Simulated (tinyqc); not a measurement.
On-chip power grid, static voltage drop by conjugate gradients: one step of the calculation.

A grid of 4 rows and 4 columns, node k = 4 row + column. Neighbours in a row are joined by Rx, in a column by Ry; pad nodes, which reach the supply through Rp: 0, 15. Each node draws I0, node 12 draws kh I0. The drops u = Vdd - V solve G u = i, with G the conductance matrix (1/Rp added on the diagonal at pad nodes).

Task. Conjugate-gradient step. q = G p; a = (r.r)/(p.q); u(new) = u + a p; r(new) = r - a q; b = (r.r)(new)/(r.r); p(new) = r(new) + b p.

Values chosen for this exercise: resistance of a horizontal segment Rx = 0.13 ohm; resistance of a vertical segment Ry = 0.11 ohm; resistance from a pad node to the supply Rp = 0.36 ohm.

u after iteration 1 (mV):

|  | col 0 | col 1 | col 2 | col 3 |
|---|---|---|---|---|
| row 0 | 0.9541833 | 0.9541833 | 0.9541833 | 0.9541833 |
| row 1 | 0.9541833 | 0.9541833 | 0.9541833 | 0.9541833 |
| row 2 | 0.9541833 | 0.9541833 | 0.9541833 | 0.9541833 |
| row 3 | 7.6334663 | 0.9541833 | 0.9541833 | 0.9541833 |

r after iteration 1 (mA):

|  | col 0 | col 1 | col 2 | col 3 |
|---|---|---|---|---|
| row 0 | 7.349491 | 10.000000 | 10.000000 | 10.000000 |
| row 1 | 10.000000 | 10.000000 | 10.000000 | 10.000000 |
| row 2 | 70.720755 | 10.000000 | 10.000000 | 10.000000 |
| row 3 | -32.099855 | 61.379100 | 10.000000 | 7.349491 |

p after iteration 1 (mA):

|  | col 0 | col 1 | col 2 | col 3 |
|---|---|---|---|---|
| row 0 | 21.282718 | 23.933228 | 23.933228 | 23.933228 |
| row 1 | 23.933228 | 23.933228 | 23.933228 | 23.933228 |
| row 2 | 84.653982 | 23.933228 | 23.933228 | 23.933228 |
| row 3 | 79.365966 | 75.312328 | 23.933228 | 21.282718 |

Wanted: q; a; u after iteration 2; r after iteration 2; b; p after iteration 2.

Result.

q (in units of 1e3 mA S):

|  | col 0 | col 1 | col 2 | col 3 |
|---|---|---|---|---|
| row 0 | 0.015 | 0.020 | 0.000 | 0.000 |
| row 1 | -0.528 | 0.000 | 0.000 | 0.000 |
| row 2 | 1.067 | -0.934 | 0.000 | 0.024 |
| row 3 | -0.017 | 0.831 | -0.375 | 0.015 |

a = 0.1007 ohm

u after iteration 2 (mV):

|  | col 0 | col 1 | col 2 | col 3 |
|---|---|---|---|---|
| row 0 | 3.10 | 3.36 | 3.36 | 3.36 |
| row 1 | 3.36 | 3.36 | 3.36 | 3.36 |
| row 2 | 9.48 | 3.36 | 3.36 | 3.36 |
| row 3 | 15.62 | 8.54 | 3.36 | 3.10 |

r after iteration 2 (mA):

|  | col 0 | col 1 | col 2 | col 3 |
|---|---|---|---|---|
| row 0 | 5.9 | 7.9 | 10.0 | 10.0 |
| row 1 | 63.2 | 10.0 | 10.0 | 10.0 |
| row 2 | -36.7 | 104.1 | 10.0 | 7.6 |
| row 3 | -30.4 | -22.3 | 47.7 | 5.9 |

b = 1.877

p after iteration 2 (mA):

|  | col 0 | col 1 | col 2 | col 3 |
|---|---|---|---|---|
| row 0 | 45.8 | 52.9 | 54.9 | 54.9 |
| row 1 | 108.1 | 54.9 | 54.9 | 54.9 |
| row 2 | 122.1 | 149.0 | 54.9 | 52.5 |
| row 3 | 118.5 | 119.0 | 92.7 | 45.8 |

Program tinyqc, `OMP_NUM_THREADS=1 python tinyqc.py 2770218 2770219 out.jsonl`; Intel Xeon 2.30GHz, shared host, one thread, about 0.08 s.
